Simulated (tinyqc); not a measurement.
# Worked calculation: input admittance of a MOSFET at zero drain bias: distributed channel and distributed gate

Program tinyqc, `OMP_NUM_THREADS=1 python tinyqc.py 2262178 2262179 out.jsonl`; Intel Xeon 2.30GHz, shared host, one thread, about 0.01 s. Printed values are rounded.

Source and drain grounded, strong inversion, w = 2 pi f, Cox = eps0 eox/tox. The channel is an RC line of resistance 1/(mu Cox Vo) per square fed from both ends, so one finger has the intrinsic admittance y = i w Cox L tanh(g)/g per width, g = (1/2) sqrt(i w tau), tau = L^2/(mu Vo). The vertical resistance rv/L is in series with y, the overlaps 2 i w Cov in parallel: y_t = 1/(1/y + rv/L) + 2 i w Cov. The gate strip is a line of Rsh/L per length loaded by y_t, so a finger has Y = y_t Wf tanh(k)/k, k = (Wf/sd) sqrt(y_t Rsh/L); the device has Nf Y.

Values chosen for this exercise; values of the order met in silicon radio-frequency transistors:
- eox = 25.6 (relative permittivity of the gate insulator (close to zirconium oxide))
- tox = 21 nm (insulator thickness)
- L = 0.5 um (channel length)
- Wf = 1.2 um (finger width)
- Nf = 64 (number of fingers)
- mu = 410 cm^2/(V s) (channel mobility)
- Vo = 0.31 V (gate overdrive)
- Rsh = 8.2 ohm/square (sheet resistance of the gate)
- rv = 0 ohm um^2 (vertical resistivity of the gate stack)
- sd = 1 (number of ends at which a finger is contacted)
- Cov = 0.27 fF/um (overlap and fringe capacitance on each side)
- f = 12 GHz (frequency)

Constants: eps0 = 8.8541878128e-14 F/cm where lengths are in cm. Results are converted to the units shown.

## Low-frequency resistances and capacitance

Low-frequency limits, with c = Cox L and ct = c + 2 Cov: R_strip = Rsh Wf/(3 sd^2 L Nf), R_ch = (c/ct)^2 L/(12 mu Cox Vo Wf Nf), R_vert = (c/ct)^2 rv/(L Wf Nf), C = ct Wf Nf.

parts (ohm): strip 0.1025, channel 3.26799, vertical 0
sum = 3.37049 ohm
C = 455.949 fF
1/(2 pi R C) = 103.564 GHz

The channel term is the largest, 97.0 % of the sum.

## Admittance of the channel and stack per width

tau, g, c = Cox L, y and y_t as defined.

tau = 19.6696 ps
g = 0.430559+0.430559i
c = 5.39684 fF/um
y = 49.195+399.618i uS/um
y_t = 49.195+440.333i uS/um

w tau = 1.48, and Im y is 0.982 of w c.

## Input impedance of the device

k and Y as defined; Z = 1/(Nf Y) = R + 1/(i w C); Q = |Im Z|/R; signal at the point farthest from a contact |1/cosh k|.

k = 0.0762410+0.0681976i
Nf Y = 3.8937+33.7909i mS
R = 3.36541 ohm
C = 454.117 fF
Q = 8.67826
signal at the far point = 0.999410

R is 0.15 % below its low-frequency limit and C is 0.40 % below its own.
